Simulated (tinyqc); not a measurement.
Worked calculation: Hubbard chain of 4 sites. One step of it, computed by the program tinyqc.

Task: Mean-field iteration 2. H(up) = T + U n(down), H(down) = T + U n(up); fill the lowest levels; n(new) = n + mixing (n(out) - n); E = tr T (rho up + rho down) + U sum n_up n_down of the output.

one-body matrix (hopping and site energies) (eV), order 1, 2, 3, 4:
```
[[0.000000, -1.990000, 0.000000, 0.000000],
 [-1.990000, 0.000000, -1.990000, 0.000000],
 [0.000000, -1.990000, 0.000000, -1.990000],
 [0.000000, 0.000000, -1.990000, 0.000000]]
```

U = 7.100000 eV

electrons, up and down: [3, 2]

mixing = 0.200000

n(up) after iteration 1: [0.991829, 0.316671, 0.978607, 0.392893]

n(down) after iteration 1: [0.058261, 0.928982, 0.071018, 0.941739]

Give: levels, up; levels, down; energy; n(up) after iteration 2; n(down) after iteration 2.

Result:

levels, up (eV): [-0.9009, 0.2058, 6.8942, 8.0009]

levels, down (eV): [0.7095, 2.3415, 7.3388, 8.6383]

energy = 3.3484 eV

n(up) after iteration 2: [0.9855, 0.3369, 0.9599, 0.4617]

n(down) after iteration 2: [0.0660, 0.9110, 0.0925, 0.9305]
